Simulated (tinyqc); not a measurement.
Worked calculation: Bloch-Grueneisen resistivity of a metal. Computed by tinyqc, a small Python program that keeps every step. Command: `OMP_NUM_THREADS=1 python tinyqc.py 3014080 3014081 out.jsonl bg walk`. One thread of a shared host (Intel(R) Xeon(R) Processor @ 2.30GHz), about 0.01 s of CPU time with the checks. Intermediate numbers are printed to about 6 digits and carried at full precision; extremes and crossings named in words are read from the listed rows.

Electrons scatter from a Debye spectrum of phonons (n = 5 for scattering within one band, n = 3 for scattering into a second, heavy band) and from static defects.

Inputs (values chosen for the exercise, modelled on silver): exponent n = 5; Debye temperature Theta = 210 K; transport coupling lambda_tr = 0.13; Drude plasma energy hbar w_p = 9.2 eV; residual resistivity rho_0 = 0.039 microohm cm; temperature T = 600 K.

Addition: none.

Constants: k_B = 1.380649e-23 J/K; hbar = 1.054571817e-34 J s; eps_0 = 8.8541878128e-12 F/m; hbar = 6.582119569e-16 eV s; k_B = 8.617333262e-05 eV/K.

## Scale of the phonon resistivity

rho_ph = (n - 1) rho_1 (T/Theta)^n J_n(Theta/T), with rho_1 = 2 pi lambda_tr k_B Theta/(hbar eps_0 w_p^2), the high-temperature line at T = Theta.

rho_1 = 1.29825 microohm cm

## The integral and the phonon part

J_n(y) = int_0^y x^n e^x/(e^x - 1)^2 dx, by 96 Gauss-Legendre points (upper limit at most 60).

Theta/T = 0.35

J_n = 0.00372615

phonon resistivity rho_ph = 3.68414 microohm cm

This is 99.3 % of the straight line rho_1 T/Theta.

## Total resistivity and derived numbers

Matthiessen's rule: rho = rho_0 + rho_ph. Temperature coefficient (1/rho) d rho/dT by a central difference of +/- 0.5 K; residual ratio rho(295 K)/rho(4.2 K); scattering time tau = 1/(eps_0 w_p^2 rho); Wiedemann-Franz kappa = L_0 T/rho, L_0 = (pi^2/3)(k_B/e)^2.

resistivity rho = 3.72314 microohm cm

temperature coefficient = 1.67160 1e-3/K

residual resistance ratio = 46.4679

scattering time = 15.5273 fs

Wiedemann-Franz conductivity = 393.700 W/(m K)

The coefficient is 1.00 times 1/T.

## Limits of the phonon part

Low T: (n - 1) n! zeta(n) rho_1 (T/Theta)^n. High T: rho_1 (T/Theta) [1 - (n - 1)/(12 (n + 1)) (Theta/T)^2].

Resistivities (microohm cm):
```
T (K)       rho_ph    low-T law  straight line  line with correction  total rho
6.3    1.57019e-05  1.57019e-05        0.03895                     -    0.03902
10.0   1.58211e-04  1.58216e-04        0.06182                     -    0.03916
17.0   2.21117e-03  2.24644e-03        0.10510                     -    0.04121
25.0   1.31069e-02  1.54508e-02        0.15455                     -    0.05211
42.0   8.35249e-02  2.06774e-01        0.25965                     -    0.12252
74.0   3.01838e-01  3.51082e+00        0.45748               0.25280    0.34084
100.0  4.88693e-01  1.58216e+01        0.61821               0.46675    0.52769
170.0  9.66727e-01  2.24644e+02        1.05096               0.96187    1.00573
250.0  1.48651e+00  1.54508e+03        1.54553               1.48495    1.52551
420.0  2.56076e+00  2.06774e+04        2.59649               2.56043    2.59976
```

The low-T law holds to 10 % up to 17 K, the straight line from 170 K on. The local exponent of rho_ph falls from 5.00 to 1.05. Phonons overtake the residual resistivity between 25.0 and 42.0 K.

Checks made by the program: J_n at large argument against n! zeta(n) (relative difference below 1e-10).
